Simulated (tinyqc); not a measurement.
Worked calculation: band-to-band tunnelling across a p-n junction in a two-band chain. Values are carried at full precision from step to step, so a last printed digit may differ when a step is redone from the rounded ones.

Sites alternate A at -Eg/2 and C at +Eg/2 with hopping -t; near the edges, with k counted from the zone boundary pi/a, E^2 = (Eg/2)^2 + (t a k)^2, so t = sqrt(c Eg/m)/a gives the mass m, c = hbar^2/2m0. In the gap cosh(q a) = 1 + (Eg^2/4 - e^2)/(2 t^2), e the energy from the local mid-gap. The potential is V0 = Eg + ov on the p side (left), 0 on the n side, and falls linearly over the 2N sites of the junction, V_j = V0 (1 - j/(2N + 1)), j = 1 to 2N, site 1 being A. E = Eg/2 + x ov. A half chain that ends on a site of level e1 with neighbour e2 has g = (1 + z)/(E - e1), z = exp(-/+ i k a) the root with Im g < 0, cos(k a) = (E - e1)(E - e2)/(2 t^2) - 1. S_L = t^2 g (ending on C, shifted by V0), S_R = t^2 g (starting on A). T = 4 Im(S_L) Im(S_R) |G_(1,2N)|^2.

Constants: hbar^2/2m0 = 3.80998211 eV angstrom^2.

Values chosen for the exercise (gap and mass near those of GaSb; the results hold for these values, not for the real material):
- Eg = 0.701 eV (gap)
- m = 0.0406 m0 (mass of electron and light hole)
- a = 4 angstrom (period (two sites))
- ov = 0.43 eV (overlap: top of the valence band on the p side above the conduction edge on the n side)
- N = 3 (periods in the small junction)
- x = 0.48 (energy above the n-side conduction edge, as a share of ov)

## Hopping, field and tunnelling length

Form t, V0, E, the field F = V0/((2N + 1) a/2) (1 V/angstrom = 100 MV/cm) and the length Eg/F over which E lies in the gap.

t = 2.0277 eV
V0 = 1.1310 eV
E = 0.5569 eV
F = 8.079 MV/cm
tunnelling length = 8.68 angstrom

So short a junction keeps the matrix small; its field is above the 1 to 3 MV/cm of tunnel diodes.

## Self-energies of the two sides

Form cos(k a) and S for each side.

cos(k a): left -0.974858, right -0.977224

S_L, S_R (eV): -0.11180-0.99085i  0.10320-0.96154i

## Recursive Green function

g_1 = 1/(E - e_1 - S_L); g_j = 1/(E - e_j - t^2 g_(j-1)), with S_R also subtracted at the last site; G_1j = G_1(j-1) (-t) g_j, G_11 = g_1; e_j is the site level plus V_j. The self-energies stand in the order S_L, S_R.

Sweep:

| j | e_j (eV) | g_j (1/eV) | G_1j (1/eV) |
|---|---|---|---|
| 1 | 0.6189 | 0.0506-1.0067i | 0.0506-1.0067i |
| 2 | 1.1584 | -0.0455-0.2327i | 0.4797-0.0690i |
| 3 | 0.2958 | 0.4015-0.8571i | -0.2706+0.8898i |
| 4 | 0.8352 | -0.1195-0.2183i | -0.4595+0.0959i |
| 5 | -0.0274 | 0.5480-0.4573i | 0.4217-0.5326i |
| 6 | 0.5121 | -0.1723-0.2118i | 0.3760-0.0050i |

T = 0.5389

## WKB for the same field

T = exp(-2 I/F), I = integral of q de across the gap. Continuum: q = sqrt(Eg^2/4 - e^2)/(t a), I = pi Eg^2/(8 t a). Lattice: q from the cosh formula, 12 Gauss-Legendre points in u with e = (Eg/2) sin(u), u from -pi/2 to pi/2. F in V/angstrom is the value in MV/cm over 100.

I (eV/angstrom): continuum 0.023792, lattice 0.023770

T by WKB: continuum 0.5549, lattice 0.5552

The chain gives 0.5389, 0.971 times the lattice WKB value; the exponent is only 0.59, and reflections at the two kinks of the potential count.

## Checks

- G_(1,2N) from the sweep against inversion of the whole matrix (size): both 0.37606.

tinyqc: `OMP_NUM_THREADS=1 python tinyqc.py 1480334 1480335 out.jsonl`; about 0.01 s, one thread, shared Intel(R) Xeon(R) Processor @ 2.30GHz.
